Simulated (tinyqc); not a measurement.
Grain growth, pinning, strength and diffusional creep of a polycrystal or thin film: one step, computed by the program tinyqc. Command: `OMP_NUM_THREADS=1 python tinyqc.py 3003598 3003599 out.jsonl grain walk`. One thread of a shared host (Intel(R) Xeon(R) Processor @ 2.30GHz), about 0.01 s of CPU time with the checks.

One mean grain size d describes the structure.

Problem. Mobility and the sizes at which growth stops. M = M0 exp(-Q_m/(k_B T)). The driving pressure is 2 gamma/d. Zener pinning pressure 3 f gamma/(2 r) stops growth at d_Z = 4 r/(3 f). Grooves where boundaries meet the surface have the angle theta = arcsin(gamma/(2 gamma_s)) and are taken to stop growth at d_h = h/(2 theta), a few film thicknesses; the limit is 1/d_lim = 1/d_Z + 1/d_h.

Inputs (values chosen for the exercise, modelled on polycrystalline silicon):
```
quantity,value,unit
boundary energy gamma,0.56,J/m^2
mobility prefactor M0,6.9e-05,m^4/(J s)
activation energy of boundary motion Q_m,2.97,eV
anneal temperature T,1167,K
particle volume fraction f,0.02,-
particle radius r,12,nm
film thickness h,350,nm
surface energy gamma_s,1.6,J/m^2
```

Sample: thin film on a substrate.

Constants: k_B = 8.617333262e-05 eV/K.

Give: mobility M; Zener size d_Z; groove angle theta; groove limit d_h; limit d_lim.

Solution.

mobility M = 1.030e-17 m^4/(J s)

Zener size d_Z = 800 nm

groove angle theta = 0.1759 rad

groove limit d_h = 994.9 nm

limit d_lim = 443.4 nm

The particles set the tighter limit.
